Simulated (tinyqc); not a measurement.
Valley-orbit splitting of a donor ground state, with strain: one step, computed by the program tinyqc. Command: `OMP_NUM_THREADS=1 python tinyqc.py 3019755 3019756 out.jsonl valleyorbit walk`. One thread of a shared host (Intel(R) Xeon(R) Processor @ 2.30GHz), about 0.01 s of CPU time with the checks.

The basis is the 1s envelope in each valley; energies are counted from the unstrained conduction-band edge. The strain is e_s (a a^T - 1/3) for the unit stress axis a, so valley j along n_j moves by Xi_u e_s w_j with w_j = (n_j.a)^2 - 1/3: +1/6 for x and y, -1/3 for z. The splitting at the zone boundary that a [110] shear adds for <100> valleys is left out.

Question. Levels without strain. By symmetry: E(A1) = E_0 + Lambda + 4 Delta_1 + Delta_2 (one state), E(T2) = E_0 + Lambda - Delta_2 (three), E(E) = E_0 + Lambda - 2 Delta_1 + Delta_2 (two), as binding energies.

Inputs (values chosen for the exercise, for a model many-valley semiconductor):
```
quantity                          value  unit
single-valley binding energy E_0   19.2   meV
central-cell shift Lambda          7.32   meV
coupling Delta_1                    2.4   meV
coupling Delta_2                  0.825   meV
```

Valleys: six along <100>. Stress axis: [110].

Give: E(A1); E(T2); E(E).

Answer.

E(A1) = 36.945 meV

E(T2) = 25.695 meV

E(E) = 22.545 meV

Only A1 has all valley amplitudes in phase, so only it has weight at the nucleus. Of the upper states T2 is bound more strongly, because Delta_1 is larger than Delta_2.
